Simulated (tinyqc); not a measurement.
Coherent transport through a tight-binding region between two chains, step by step. Computed by tinyqc, a small Python program that keeps every step. Settings: temperature = 77, mu = -0.23. Command: `OMP_NUM_THREADS=1 python tinyqc.py 28865 28866 out.jsonl` (the two numbers bound the seeds that draw the settings). One thread of a shared host (Intel(R) Xeon(R) Processor @ 2.60GHz), about 0.09 s of CPU time with the checks.

## Transmission at E = -0.39 eV

H of the central region (eV), lower triangle:
```
          1         2         3        4
1   0.00000
2  -0.84000   0.00000
3   0.00000  -1.77000   0.00000
4   0.00000   0.00000  -1.48000  0.00000
```

Leads: semi-infinite chains with site energy 0:

| parameter | value |
|---|---|
| lead hopping t (eV) | 2.690000 |
| coupling to the left lead (eV) | 0.560000 |
| coupling to the right lead (eV) | 1.320000 |
| left contact site | 1 |
| right contact site | 4 |

E = -0.39000 eV

Surface Green function g = (E - i sqrt(4 t^2 - E^2)) / (2 t^2); self-energy tc^2 g on each contact site; G = (E - H - Sigma)^(-1); Gamma = -2 Im Sigma; T = Gamma_L Gamma_R |G_LR|^2; local density of states -Im G_ii / pi.

g = -0.02695-0.37077i 1/eV

G (1/eV), lower triangle:
```
                   1                  2                  3                 4
1  -0.17181-1.80551i
2   0.86252-0.79633i   0.28155-0.48110i
3   0.27158+0.68139i   0.21768+0.27191i  -0.08092-0.26346i
4  -0.95996+1.13192i  -0.27936+0.64702i   0.39402-0.39462i  0.43792-0.87779i
```

local density of states (1/eV): 0.57471  0.15314  0.08386  0.27941

transmission = 0.66185

## Transmission across the band

The same steps on a grid of energies.

T(E):

| E (eV) | T |
|---|---|
| -5.1110000 | 7.15e-07 |
| -4.5999000 | 5.29e-06 |
| -4.0888000 | 2.66e-05 |
| -3.5777000 | 0.00015 |
| -3.0666000 | 0.00128 |
| -2.5555000 | 0.05168 |
| -2.0444000 | 0.03144 |
| -1.5333000 | 0.02949 |
| -1.0222000 | 0.09717 |
| -0.5111000 | 0.65205 |
| 0.0000000 | 0.46050 |
| 0.5111000 | 0.65205 |
| 1.0222000 | 0.09717 |
| 1.5333000 | 0.02949 |
| 2.0444000 | 0.03144 |
| 2.5555000 | 0.05168 |
| 3.0666000 | 0.00128 |
| 3.5777000 | 0.00015 |
| 4.0888000 | 2.66e-05 |
| 4.5999000 | 5.29e-06 |
| 5.1110000 | 7.15e-07 |

levels of the isolated region (eV): -2.40013  -0.51797  0.51797  2.40013

## Current

I = (2e/h) int T(E) [f(E - mu - V/2) - f(E - mu + V/2)] dE at 77 K with mu = -0.23 eV, the bias not changing H; 2e^2/h = 77.48092 microsiemens; the integral runs over the band on 4001 points.

Current:

| V (volt) | I (microampere) |
|---|---|
| 0.01000 | 0.42019 |
| 0.05000 | 2.10190 |
| 0.10000 | 4.20969 |
| 0.20000 | 8.46350 |
| 0.40000 | 17.17996 |
| 0.80000 | 34.03370 |
